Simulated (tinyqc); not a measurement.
Chemical-mechanical planarisation: Preston law, pattern density and step-height reduction: one step, computed by the program tinyqc.

A row of 10 cells, repeated periodically, holds raised features that cover a share rho of each cell.

Question. State at time t. While h > h_c only raised areas polish, at R0/rho_eff, until t_c = rho_eff (h0 - h_c)/R0. After that h = h_c exp(-(t - t_c)/tau), tau = rho_eff h_c/R0; low areas polish at R0 (1 - h/h_c) and raised areas at R0 [1 + (1 - rho_eff) h/(rho_eff h_c)]. Removed from raised areas after t_c: h0 - h_c + R0 (t - t_c) + (1 - rho_eff)(h_c - h); from low areas: R0 (t - t_c) - rho_eff (h_c - h). Film left = z0 less the removal from raised areas.

Inputs (values chosen for the exercise, close to those used for oxide polishing): initial step height h0 = 840 nm; contact height h_c = 72 nm; film above the raised areas z0 = 1600 nm; polish time t = 14 s.

effective densities: [0.8572086, 0.6427122, 0.7105395, 0.7932590, 0.1855036, 0.1747794, 0.6719424, 0.3533045, 0.3535156, 0.7572350]

blanket rate R0 = 18.86841 nm/s

Give: Cells; range of film left across the row; largest remaining step; thinnest film left.

Answer.

Cells:
```
cell  rho_eff  t_c (s)  step h (nm)  removed, raised (nm)  removed, low (nm)  film left on raised areas (nm)
1     0.85721   34.891       531.84                308.16               0.00                          1291.8
2     0.64271   26.160       429.00                411.00               0.00                          1189.0
3     0.71054   28.921       468.23                371.77               0.00                          1228.2
4     0.79326   32.288       507.00                333.00               0.00                          1267.0
5     0.18550    7.551         0.01                948.33             108.34                           651.7
6     0.17478    7.114         0.00                957.34             117.34                           642.7
7     0.67194   27.350       446.87                393.13               0.00                          1206.9
8     0.35330   14.381        92.32                747.68               0.00                           852.3
9     0.35352   14.389        92.77                747.23               0.00                           852.8
10    0.75723   30.822       491.15                348.85               0.00                          1251.2
```

range of film left across the row = 649.18 nm

largest remaining step = 531.84 nm

thinnest film left = 642.66 nm

2 of 10 cells have reached contact. The cell with the lowest rho_eff has lost the most film from its raised areas.
